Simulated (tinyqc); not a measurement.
Worked calculation: extended Hueckel theory, for H3+. The parameters take no account of the charge, which enters only through the electron count. One step of it, computed by the program tinyqc.

Problem. Mulliken analysis. P = C n C^T; charge = valence electrons (H 1) minus the sum of (P S)_ii on the atom; overlap population = 2 sum P_ij S_ij between two atoms.

coefficients, order 1H 1s, 2H 1s, 3H 1s:
```
[[0.503956, 0.000000, 1.269741],
 [0.389838, 0.758221, -0.820718],
 [0.389838, -0.758221, -0.820718]]
```

occupations: [2.000000, 0.000000, 0.000000]

overlap S, order 1H 1s, 2H 1s, 3H 1s:
```
[[1.000000, 0.512166, 0.512166],
 [0.512166, 1.000000, 0.130283],
 [0.512166, 0.130283, 1.000000]]
```

Give: charges; Overlap populations.

Solution.

charges: [0.0896, 0.4552, 0.4552]

Overlap populations:
```
pair     value
2-1   0.402482
3-1   0.402482
3-2   0.079198
```
